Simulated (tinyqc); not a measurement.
Inside a calculation. Method: plane-wave Kohn-Sham cycle with exchange-only LDA in a layered model solid. One step of it, computed by the program tinyqc.

Problem. Iteration 2: Hamiltonian at one k. H(m,m') = (k + G_m)^2/2 delta + V(G_m - G_m'), with V(-G) = V(G).

A solid whose potential varies along x alone (atomic units):

| parameter | value |
|---|---|
| period a | 17.300000 |
| cross-section of the cell | 27.000000 |
| electrons per cell | 4 |
| grid points | 16 |
| plane waves -n..n, n | 3 |
| k points | 2 |
| V1 in V1 cos(2 pi x/a) | -0.260000 |

V(G_m), m = 0, 1, 2, ... (hartree): -0.196426  0.108312  0.006969  -0.001282  -0.000232  -0.000123  0.000039

k = 0.250000 2 pi / a

Give: H.

Solution.

H (hartree):
```
         -3       -2       -1       +0       +1       +2       +3
-3   0.3023   0.1083   0.0070  -0.0013  -0.0002  -0.0001   0.0000
-2   0.1083   0.0056   0.1083   0.0070  -0.0013  -0.0002  -0.0001
-1   0.0070   0.1083  -0.1593   0.1083   0.0070  -0.0013  -0.0002
+0  -0.0013   0.0070   0.1083  -0.1923   0.1083   0.0070  -0.0013
+1  -0.0002  -0.0013   0.0070   0.1083  -0.0934   0.1083   0.0070
+2  -0.0001  -0.0002  -0.0013   0.0070   0.1083   0.1375   0.1083
+3   0.0000  -0.0001  -0.0002  -0.0013   0.0070   0.1083   0.5002
```
